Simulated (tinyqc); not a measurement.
Worked calculation: RHF in the 3-21g basis, for H2, spin multiplicity 1. One step of it, computed by the program tinyqc.

Task: Iteration 3: DIIS coefficients. Solve [B -1; -1 0][c; lambda] = [0; -1] for the coefficients, which sum to one.

B (overlaps of the stored error matrices):
$$\begin{pmatrix}
8.6129792e-02 & 1.8857786e-02 & 2.6621157e-03 \\
1.8857786e-02 & 7.3733187e-03 & 1.0408766e-03 \\
2.6621157e-03 & 1.0408766e-03 & 1.4693845e-04
\end{pmatrix}$$

Give: DIIS coefficients.

Result:

DIIS coefficients: [0.000, -0.164, 1.164]
